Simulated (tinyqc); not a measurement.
## Gain factor and gap resistance from two string resistances

Inverse problem. At small bit-line voltage each of the 96 cells has the resistance 1/(K x) at overdrive x (no mobility reduction) in series with a gap resistance Rg. Find K, Rg and the share of the gaps at the higher overdrive.

resistance of a string of 96 equal cells at overdrives of 3 and 7.4 V (kohm): 8946.2486  3803.8089

Answer. The resistance per cell is a straight line in 1/x with slope 1/K and intercept Rg.

K = 3.700 uA/V^2
Rg = 3.100 kohm
share of the gaps = 7.824 %

Program tinyqc, `OMP_NUM_THREADS=1 python tinyqc.py 2142042 2142043 out.jsonl`; Intel Xeon 2.30GHz, shared host, one thread, about 0.3 s.
